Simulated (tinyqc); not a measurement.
# Charge imbalance from the loss of breakdown voltage

Problem. In a superjunction of pillar doping N and length Lp an imbalance dl lowers BV by q |dl| N Lp^2/(4 eps0 eps_r), as long as the field reaches through the pillar. Find |dl| and the net dose error |dl| N wp.

Inputs (values chosen for the exercise): relative permittivity of the semiconductor eps_r = 9.62; width of each pillar wp = 0.8 um.

Constants: q = 1.602176634e-19 C, eps0 = 8.8541878128e-14 F/cm where lengths are in cm. Results are converted to the units shown.

BV balanced and BV measured (V): [1800, 1107.1782]
N = 1.8647091e17 cm^-3
Lp = 9.8764172 um

Answer. The loss is linear in |dl|; its sign cannot be told from BV.

|dl| = 8.10 %
dose error = 1.21e12 cm^-2

Computed by the program tinyqc: `OMP_NUM_THREADS=1 python tinyqc.py 2590004 2590005 out.jsonl`, one thread of a shared Intel Xeon 2.30GHz, about 0.01 s for the whole run.
